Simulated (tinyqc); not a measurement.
Formation energy of a charged point defect from supercell energies: one step, computed by the program tinyqc. Command: `OMP_NUM_THREADS=1 python tinyqc.py 3006114 3006115 out.jsonl formation walk`. One thread of a shared host (Intel(R) Xeon(R) Processor @ 2.30GHz), about 0.01 s of CPU time with the checks.

The host is a compound AB. Making the defect adds n_A = -1, n_B = 0, n_X = 1 atoms to the cell. All total energies are inputs. E_F is counted from the valence-band maximum (VBM); x = 0 is A-rich and x = 1 B-rich growth.

Question. Chemical potentials. dmu_A = x dH and dmu_B = (1 - x) dH, so that dmu_A + dmu_B = dH; mu = mu(element) + dmu. The impurity is held at its solubility limit: dmu_X = min(0, dH(XB) - dmu_B). The reservoir term is sum n_i mu_i.

Inputs (values chosen for the exercise, for a model compound AB):

| quantity | value | unit |
|---|---|---|
| mu_A of the pure element | -3.667 | eV |
| formation enthalpy dH of AB | -2.06 | eV |
| growth condition x | 0.41 | - |
| mu_X of the pure element | -1.392 | eV |
| formation enthalpy of XB | -0.63 | eV |

Defect: impurity X on an A site. Supercell lattice: fcc.

Give: dmu_A; dmu_B; dmu_X; sum n_i mu_i.

Answer.

dmu_A = -0.8446 eV

dmu_B = -1.2154 eV

dmu_X = 0 eV

sum n_i mu_i = 3.1196 eV

Here the pure element X, not the compound, caps mu_X.
